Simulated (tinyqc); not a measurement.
Worked calculation: three-level Kane dispersion of a narrow-gap semiconductor. Values are carried at full precision from step to step, so a last printed digit may differ when a step is redone from the rounded ones.

Zero of energy at Gamma8, c = hbar^2/2m0, P^2 = Ep c. The free-electron term and remote bands are left out, so the heavy holes are flat at E = 0 and the other three bands obey E (E - Eg)(E + Dso) = P^2 k^2 (E + 2 Dso/3). The conduction band is the highest root; its edge is Ec = max(Eg, 0).

Constants: hbar^2/2m0 = 3.80998211 eV angstrom^2; hbar = 6.58211957e-16 eV s; e^2/(4 pi eps0) = 14.39964547 eV angstrom; muB = 5.788381798e-05 eV/T.

Inputs chosen for the exercise (near those of InAs; shifted at random, so the results belong to these values and not to a real crystal):
- Eg = 0.409 eV (E(Gamma6) - E(Gamma8))
- Dso = 0.4 eV (spin-orbit splitting)
- Ep = 20.7 eV (Kane energy)
- k = 0.025 1/angstrom (wave vector)
- n = 5.7e+16 cm^-3 (electron density)
- eps = 12 (high-frequency dielectric constant)
- B = 2.2 T (magnetic field)

## The three bands at one k

Expand the equation into E^3 + a2 E^2 + a1 E + a0 = 0 and give its roots; compare with the two-level form (Dso to infinity) E = Eg/2 +/- sqrt(Eg^2/4 + (2/3) P^2 k^2).

P^2 k^2 = 0.049292 eV^2

a2, a1, a0: -0.009000  -0.212892  -0.013144

roots (eV): -0.4218  -0.0631  0.4939

two-level form (eV): -0.0688  0.4778

The two-level form misses the highest root by -16.1 meV. The order is normal: Gamma6 forms the conduction band.

## Mass at the edge and limiting velocity

m0* = Eg (Eg + Dso)/(Ep (Eg + 2 Dso/3)). In the two-level form the velocity tends to v = sqrt(2/3) P/hbar, and |Eg| = 2 m v^2 with m = 3 |Eg|/(2 Ep), as for a relativistic particle. 1 angstrom = 1e-10 m.

m0* = 0.02366 m0
P = 8.8807 eV angstrom
v = 1.102e+06 m/s
k at which the linear part sets in, |Eg|/(2 hbar v) = 0.02820 1/angstrom

## Fermi level and mass at a given density

Degenerate electrons at T = 0: kF = (3 pi^2 n)^(1/3), 1 cm^-3 = 1e-24 angstrom^-3; EF is the highest root at kF. The momentum (cyclotron, optical) mass is m(E) = hbar^2 k/(dE/dk) = c d(k^2)/dE with d(k^2)/dE = k^2 [1/E + 1/(E - Eg) + 1/(E + Dso) - 1/(E + 2 Dso/3)]; the density of states is k d(k^2)/dE/(2 pi^2).

Edge mass m0* = Eg (Eg + Dso)/(Ep (Eg + 2 Dso/3)).

Compare EF - Ec with the parabolic value c kF^2/m0*.

kF = 0.01191 1/angstrom
EF - Ec = 0.0218 eV
parabolic value = 0.0228 eV
m(EF) = 0.02592 m0
m(EF)/m0* = 1.096
density of states at EF = 4.103e+18 1/(eV cm^3)

The parabola overstates EF - Ec by a factor of 1.05; (EF - Ec)/|Eg| = 0.05, and the two-level rule 1 + 2 (EF - Ec)/|Eg| = 1.107 estimates the mass ratio.

## Plasma and cyclotron energies

hbar wp = sqrt(8 pi c (e^2/4 pi eps0) n/(eps m)), hbar wc = 2 muB B/m (classical limit), with m = m(EF) and, for comparison, the edge mass; n in angstrom^-3.

hbar wp with m(EF), with m0* (meV): 15.90  16.64

hbar wc with m(EF), with m0* (meV): 9.83  10.77

hbar wc is not small against EF - Ec = 21.8 meV, so fewer than ten Landau levels are filled and the classical value is only a guide.

## Checks

- Roots of the cubic against the 8 x 8 Kane matrix without remote terms: they agree to 1e-10 or better.
- m(E) near the edge against m0*: both 0.02366.

Run: tinyqc, `OMP_NUM_THREADS=1 python tinyqc.py 1080649 1080650 out.jsonl`; Intel(R) Xeon(R) Processor @ 2.30GHz, one thread, shared host; about 0.01 s of CPU time with all checks.
